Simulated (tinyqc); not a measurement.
Polytypes and stacking faults of a tetrahedral semiconductor in an axial Ising model with couplings up to third neighbours: one step, computed by the program tinyqc. Command: `OMP_NUM_THREADS=1 python tinyqc.py 3018119 3018120 out.jsonl polytype walk`. One thread of a shared host (Intel(R) Xeon(R) Processor @ 2.30GHz), about 0.01 s of CPU time with the checks.

Each double layer has s = +1 or -1 for the sense of its stacking step; E per pair of atoms = E0 - sum_n J_n <s_i s_(i+n)>, n = 1, 2, 3. Hexagonality h = (1 - <s_i s_(i+1)>)/2.

Problem. Stacking-fault energies. Faults in 3C: the sequences intrinsic (-), extrinsic (--), twin boundary (+ turns to -) are put between perfect repeats; k_n = (layers x C_n of the host) - sum_i s_i s_(i+n). gamma = sum k_n J_n/A, A = (sqrt 3/2) a^2; 1 meV/angstrom^2 = 16.02177 mJ/m^2.

Inputs (values chosen for the exercise, for a model crystal):
```
quantity                    value      unit
J1                           2.61  meV/pair
J2                        -0.0553  meV/pair
J3                           0.05  meV/pair
basal lattice constant a     3.82  angstrom
```

Host polytype: 3C.

fault coefficients k_n:
```
               J1  J2  J3
intrinsic       4   4   4
extrinsic       4   8   8
twin boundary   2   4   6
```

Constants: 1 eV/angstrom^2 = 16.02176634 J/m^2.

Give: gamma; energy of the glide fault, intrinsic.

Solution.

gamma (mJ/m^2): intrinsic 13.21, extrinsic 13.18, twin boundary 6.72

energy of the glide fault, intrinsic = 13.21 mJ/m^2

The cheapest is the twin boundary fault.
